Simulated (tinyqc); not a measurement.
Front-illuminated p-i-n photodiode, quantum efficiency and bandwidth: one step of the calculation.

Light enters through a p layer (0 to xp), a depleted layer (xp to xp + wi) and a thick n substrate, decaying as exp(-al x); one pass, no back reflection. Carriers made in the depleted layer are all collected; those in the neutral layers diffuse.

Problem. Quantum efficiency. k = al Ln, s = S Ln/Dn, e = exp(-al xp); front layer f1 = (k/(k^2 - 1)) {[s + k - e (s cosh(xp/Ln) + sinh(xp/Ln))]/[s sinh(xp/Ln) + cosh(xp/Ln)] - k e}; depleted layer f2 = e (1 - exp(-al wi)); substrate f3 = e exp(-al wi) al Lp/(1 + al Lp); external efficiency (1 - Rf)(f1 + f2 + f3); responsivity = efficiency q lam/(h c).

Values chosen for this exercise; values close to those of gallium arsenide at this wavelength:
```
symbol,value,unit,meaning
lam,850,nm,wavelength
al,9620,1/cm,absorption coefficient
Rf,0.3,,reflectance of the front face
xp,0.93,um,thickness of the front p layer
wi,0.49,um,thickness of the depleted layer
Dn,59,cm^2/s,electron diffusion coefficient in the p layer
Ln,2.6,um,electron diffusion length in the p layer
S,5e5,cm/s,recombination velocity of the front surface
Lp,5.5,um,hole diffusion length in the thick n substrate
```

Constants: q = 1.602176634e-19 C, h = 6.62607015e-34 J s, c = 299792458 m/s. Results are converted to the units shown.

Give: s; f1; f2; f3; external efficiency; responsivity.

Solution.

s = 2.203
f1 = 0.4288
f2 = 0.1536
f3 = 0.2146
external efficiency = 0.5579
responsivity = 0.3825 A/W

The front layer absorbs 59.1 % of the light that enters and collects 72.5 % of that. Diffusion from the neutral layers makes up 80.7 % of the current.

Program tinyqc, `OMP_NUM_THREADS=1 python tinyqc.py 2250003 2250004 out.jsonl`; Intel Xeon 2.30GHz, shared host, one thread, about 0.01 s.
